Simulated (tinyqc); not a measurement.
Inside a calculation. Method: CIS on RHF in the 3-21g basis, for HeH+, spin multiplicity 1. Computed by tinyqc, a small Python program that keeps every step (integrals from PySCF). Settings: charge = 1, multiplicity = 1, basis = 3-21g, method = RHF, energy threshold = 1e-10, iteration cap = 54, orthogonalisation = canonical, start = Wolfsberg-Helmholz matrix, DIIS depth = 6. Command: `OMP_NUM_THREADS=1 python tinyqc.py 23280 23281 out.jsonl` (the two numbers bound the seeds that draw the settings). One thread of a shared host (Intel(R) Xeon(R) Processor @ 2.60GHz), about 0.05 s of CPU time with the checks. The early iterations of the SCF are left out here.

## One-electron integrals

Geometry (angstrom):
```
atom,x,y,z
He,0.0000,0.0000,0.0000
H,0.0000,0.0000,0.9150
```

Basis 3-21g: exponents (1/bohr^2) and contraction coefficients of normalised primitives:
```
element,l (shell),exponent,coefficient
He,s (1),13.6267,0.1752
He,s (1),1.9993,0.8935
He,s (2),0.3830,1.0000
H,s (1),5.4472,0.1563
H,s (1),0.8245,0.9047
H,s (2),0.1832,1.0000
```

Overlap, kinetic and nuclear-attraction integrals over the contracted functions; the nuclear repulsion is the sum of Za Zb / Rab.

nuclear repulsion = 1.156671 hartree

overlap S, lower triangle:
```
,1He 1s,1He 2s,2H 1s,2H 2s
1He 1s,1.0000
1He 2s,0.5952,1.0000
2H 1s,0.1287,0.3904,1.0000
2H 2s,0.2346,0.6249,0.6459,1.0000
```

kinetic energy T (hartree), lower triangle:
```
,1He 1s,1He 2s,2H 1s,2H 2s
1He 1s,3.9161
1He 2s,0.5789,0.5745
2H 1s,-0.0537,0.1454,1.5494
2H 2s,0.0787,0.1749,0.2932,0.2748
```

nuclear attraction V (hartree), lower triangle:
```
,1He 1s,1He 2s,2H 1s,2H 2s
1He 1s,-6.0680
1He 2s,-2.5795,-2.5348
2H 1s,-0.5212,-1.0712,-2.8760
2H 2s,-0.9746,-1.4219,-1.5198,-1.6791
```

core Hamiltonian H = T + V (hartree), lower triangle:
```
,1He 1s,1He 2s,2H 1s,2H 2s
1He 1s,-2.1519
1He 2s,-2.0005,-1.9603
2H 1s,-0.5749,-0.9259,-1.3266
2H 2s,-0.8958,-1.2470,-1.2266,-1.4043
```

## Two-electron integrals

Functions are numbered as in S; the eight-fold symmetry (ij|kl) = (ji|kl) = (kl|ij) leaves the list below.

Two-electron integrals (ij|kl) in chemists' order, unique and non-zero (hartree):
```
i,j,k,l,(ij|kl)
1,1,1,1,1.8033
2,1,1,1,0.8765
2,1,2,1,0.4521
2,2,1,1,0.9170
2,2,2,1,0.5147
2,2,2,2,0.6983
3,1,1,1,0.1719
3,1,2,1,0.0908
3,1,2,2,0.1076
3,1,3,1,0.0224
3,2,1,1,0.2944
3,2,2,1,0.1695
3,2,2,2,0.2460
3,2,3,1,0.0460
3,2,3,2,0.1366
3,3,1,1,0.5750
3,3,2,1,0.3399
3,3,2,2,0.5374
3,3,3,1,0.0982
3,3,3,2,0.3637
3,3,3,3,1.1401
4,1,1,1,0.3312
4,1,2,1,0.1725
4,1,2,2,0.1998
4,1,3,1,0.0366
4,1,3,2,0.0707
4,1,3,3,0.1440
4,1,4,1,0.0669
4,2,1,1,0.4763
4,2,2,1,0.2721
4,2,2,2,0.3890
4,2,3,1,0.0624
4,2,3,2,0.1629
4,2,3,3,0.3880
4,2,4,1,0.1085
4,2,4,2,0.2344
4,3,1,1,0.3643
4,3,2,1,0.2142
4,3,2,2,0.3349
4,3,3,1,0.0591
4,3,3,2,0.2062
4,3,3,3,0.6114
4,3,4,1,0.0898
4,3,4,2,0.2364
4,3,4,3,0.3452
4,4,1,1,0.4893
4,4,2,1,0.2868
4,4,2,2,0.4491
4,4,3,1,0.0710
4,4,3,2,0.2286
4,4,3,3,0.6264
4,4,4,1,0.1171
4,4,4,2,0.3017
4,4,4,3,0.3803
4,4,4,4,0.4830
```

## Orthogonalisation

S = U s U^T; canonical form X = U s^(-1/2), so that X^T S X = 1. Each column of U has its largest component positive (the first on a tie).

eigenvalues of S: 0.2251  0.4028  1.0251  2.3469

X:
```
,1,2,3,4
1He 1s,-0.7327,0.7227,0.7091,0.2555
1He 2s,1.3595,-0.6790,0.2757,0.3694
2H 1s,0.5431,1.0202,-0.5371,0.3052
2H 2s,-1.3272,-0.6770,-0.3289,0.3622
```

## Iteration 6 (converged): orbitals

converged F (hartree), lower triangle:
```
,1He 1s,1He 2s,2H 1s,2H 2s
1He 1s,-0.6759
1He 2s,-1.4670,-1.0746
2H 1s,-0.5888,-0.6509,-0.3086
2H 2s,-0.7911,-0.7641,-0.6759,-0.6663
```

Diagonalise F' = X^T F X, C = X C', fill 1 alpha and 1 beta electrons from the bottom; D = 2 C_occ C_occ^T. Each column has its largest component positive (the first on a tie).

F' = X^T F X (hartree), lower triangle:
```
,1,2,3,4
1,1.0092
2,-0.4999,1.0034
3,-0.6369,0.1924,-0.2463
4,0.0102,-0.1203,-0.4827,-1.3228
```

orbital energies (hartree): MO1 -1.5311, MO2 -0.3226, MO3 0.5878, MO4 1.7096

coefficients C:
```
,MO1,MO2,MO3,MO4
1He 1s,0.4603,-0.1911,-0.0107,-1.1743
1He 2s,0.5588,-0.6263,0.1563,1.3389
2H 1s,0.1596,0.3567,1.2503,-0.0380
2H 2s,0.0476,0.9378,-1.1854,-0.4149
```

D after iteration 6, lower triangle:
```
,1He 1s,1He 2s,2H 1s,2H 2s
1He 1s,0.4237
1He 2s,0.5144,0.6246
2H 1s,0.1469,0.1783,0.0509
2H 2s,0.0438,0.0532,0.0152,0.0045
```

## Convergence

Stop when the energy changes by less than 1e-10 hartree and every element of the error matrix X^T (F D S - S D F) X is below 3e-06.

Course of the cycle:
```
iteration,E (hartree),change,largest element of the error matrix
1,-2.815000,-,3.79e-01
2,-2.881620,-6.66e-02,3.37e-02
3,-2.882476,-8.55e-04,5.01e-03
4,-2.882485,-9.44e-06,9.76e-05
5,-2.882485,-6.73e-09,1.40e-05
6,-2.882485,-7.90e-11,4.94e-08
```

PySCF RHF in the same basis = -2.882485 hartree

Converged in 6 iterations.

## Integrals over molecular orbitals

(pq|rs) = sum C_ip C_jq C_kr C_ls (ij|kl), one index at a time.

one-electron integrals over orbitals h = C^T H C (hartree), lower triangle:
```
,1,2,3,4
1,-2.5081
2,0.1596,-1.2729
3,-0.0129,-0.2058,-0.3598
4,0.2659,-0.2107,0.0203,0.0823
```

Two-electron integrals over orbitals (pq|rs), unique and non-zero (hartree):
```
p,q,r,s,(pq|rs)
1,1,1,1,0.9770
2,1,1,1,-0.1596
2,1,2,1,0.1010
2,2,1,1,0.5256
2,2,2,1,0.0442
2,2,2,2,0.5756
3,1,1,1,0.0129
3,1,2,1,0.0415
3,1,2,2,0.0706
3,1,3,1,0.0426
3,2,1,1,0.1237
3,2,2,1,0.0305
3,2,2,2,0.1326
3,2,3,1,0.0614
3,2,3,2,0.1287
3,3,1,1,0.4951
3,3,2,1,0.0855
3,3,2,2,0.5913
3,3,3,1,0.1110
3,3,3,2,0.1949
3,3,3,3,0.6906
4,1,1,1,-0.2659
4,1,2,1,0.0948
4,1,2,2,-0.0562
4,1,3,1,0.0061
4,1,3,2,-0.0139
4,1,3,3,-0.0202
4,1,4,1,0.2219
4,2,1,1,0.1528
4,2,2,1,-0.0406
4,2,2,2,0.0341
4,2,3,1,0.0036
4,2,3,2,0.0240
4,2,3,3,0.0320
4,2,4,1,-0.0935
4,2,4,2,0.0520
4,3,1,1,-0.0071
4,3,2,1,0.0137
4,3,2,2,0.0215
4,3,3,1,0.0132
4,3,3,2,0.0083
4,3,3,3,0.0284
4,3,4,1,-0.0109
4,3,4,2,0.0024
4,3,4,3,0.0107
4,4,1,1,0.9246
4,4,2,1,-0.1784
4,4,2,2,0.4709
4,4,3,1,-0.0110
4,4,3,2,0.0871
4,4,3,3,0.4209
4,4,4,1,-0.2881
4,4,4,2,0.1528
4,4,4,3,-0.0137
4,4,4,4,0.9455
```

## CIS matrix, singlets

A(ia,jb) = (e_a - e_i) d_ij d_ab + 2 (ia|jb) - (ij|ab).

CIS matrix A, singlet (hartree), lower triangle:
```
,1>2,1>3,1>4
1>2,0.8848
1>3,-0.0407,1.7089
1>4,0.0368,0.0193,2.7598
```

## CIS singlet states

dipole integrals <i|r|a> (bohr):
```
,x,y,z
1>2,0.0000,0.0000,0.6035
1>3,0.0000,0.0000,0.2320
1>4,0.0000,0.0000,-0.1103
```

Diagonalise A (1 hartree = 27.211386 eV); each vector has its largest component positive (the first on a tie). The transition dipole is mu = sqrt2 sum c_ia <i|r|a>.

singlet excitation energies (eV): 24.0024  46.5495  75.1256

lowest vectors:
```
,state 1,state 2,state 3
1>2,0.9986,-0.0499,0.0192
1>3,0.0496,0.9986,0.0176
1>4,-0.0201,-0.0166,0.9997
```

oscillator strengths 2/3 w |mu|^2: 0.4468  0.0944  0.0329

## CIS matrix, triplets

A(ia,jb) = (e_a - e_i) d_ij d_ab - (ij|ab).

CIS matrix A, triplet (hartree), lower triangle:
```
,1>2,1>3,1>4
1>2,0.6828
1>3,-0.1237,1.6238
1>4,-0.1528,0.0071,2.3161
```

## CIS triplet states

Diagonalise A (1 hartree = 27.211386 eV); each vector has its largest component positive (the first on a tie).

triplet excitation energies (eV): 17.7730  44.5919  63.4218

lowest vectors:
```
,state 1,state 2,state 3
1>2,0.9880,-0.1222,-0.0942
1>3,0.1252,0.9918,0.0265
1>4,0.0902,-0.0380,0.9952
```
